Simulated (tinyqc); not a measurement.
Worked calculation: defect-molecule model of a vacancy with Jahn-Teller distortion. Values are carried at full precision from step to step, so a last printed digit may differ when a step is redone from the rounded ones.

Four dangling hybrids a, b, c, d point into the vacancy: H_ii = E0, and -gm between any two. A tetragonal distortion Q pairs a with b and c with d: those two couplings become -gm - I Q and the other four -gm + I Q/2, at an elastic cost k Q^2/2. The a1 level holds two electrons; charge states 2+, + and 0 put n = 0, 1, 2 more into the lowest level of t2 origin. Energy from the 2+ state at Q = 0, with the Fermi level mu counted from Ev: W_n(Q) = n (et - 2 I Q) + k Q^2/2 + Uc n (n - 1)/2 - n mu. et = E0 + gm is the undistorted t2 level.

Values chosen for the exercise (of the size used for the vacancy in silicon; the results hold for these values, not for the real material):
```
symbol  value  unit           meaning
E0      -0.19  eV             level of a dangling hybrid, from Ev
gm      0.42   eV             coupling between two dangling hybrids
I       1.25   eV/angstrom    Jahn-Teller coupling
k       17.7   eV/angstrom^2  force constant of the mode
Uc      0.41   eV             repulsion of two electrons in one orbital
Q       0.2    angstrom       a trial distortion
```

## The molecule at a trial distortion

Fill in H at Q.

H (eV), rows a, b, c, d and columns alike:
```
[[-0.1900, -0.6700, -0.2950, -0.2950],
 [-0.6700, -0.1900, -0.2950, -0.2950],
 [-0.2950, -0.2950, -0.1900, -0.6700],
 [-0.2950, -0.2950, -0.6700, -0.1900]]
```

## One-electron levels

Diagonalise. By symmetry: a + b + c + d at E0 - 3 gm, a + b - c - d at E0 + gm - 2 I Q, and the pair a - b, c - d at E0 + gm + I Q.

levels (eV): [-1.4500, -0.2700, 0.4800, 0.4800]

The t2 triplet has split by 3 I Q = 0.7500 eV, and its centre has stayed.

## Relaxed charge states

Minimise W_n over Q: Q_n = 2 n I/k, gain n^2 E_JT with E_JT = 2 I^2/k. W_n at mu = 0 is n et - n^2 E_JT + Uc n (n - 1)/2.

E_JT = 0.1766 eV

States:
```
n  charge  Q_n (angstrom)  gain (eV)  W_n (eV)
0      2+          0.0000     0.0000    0.0000
1       +          0.1412     0.1766    0.0534
2       0          0.2825     0.7062    0.1638
```

## Transition levels and the effective U

From the energies W_n of the relaxed states with n = 0, 1, 2 electrons: E(2+/+) = W1 - W0, E(+/0) = W2 - W1, U_eff = E(+/0) - E(2+/+), E(2+/0) = (W2 - W0)/2.

levels above Ev (eV): (2+/+) 0.0534, (+/0) 0.1103, (2+/0) 0.0819

U_eff = 0.0569 eV

U_eff > 0: the + state is the lowest for mu between 0.0534 and 0.1103 eV. The vacancy in silicon is known as a negative-U centre; these values fall on the other side of the balance.

## Vertical against thermal levels

At fixed Q the level for adding the first electron is et - 2 I Q. Capture into 2+ at Q0 = 0 costs et; removal from + at Q1 = 2 I/k takes place at et - 2 E_JT, E_JT = 2 I^2/k; the thermal level lies between, and the Franck-Condon shift is E_JT on each side. et = E0 + gm.

levels (eV): vertical at Q0 0.2300, thermal 0.0534, vertical at Q1 -0.1231

Stokes shift = 0.3531 eV

## Checks

- W2 from the formula against a numerical minimum over Q with the level from H(Q): both 0.16379.

Run: tinyqc, `OMP_NUM_THREADS=1 python tinyqc.py 1480959 1480960 out.jsonl`; Intel(R) Xeon(R) Processor @ 2.30GHz, one thread, shared host; about 0.01 s of CPU time with all checks.
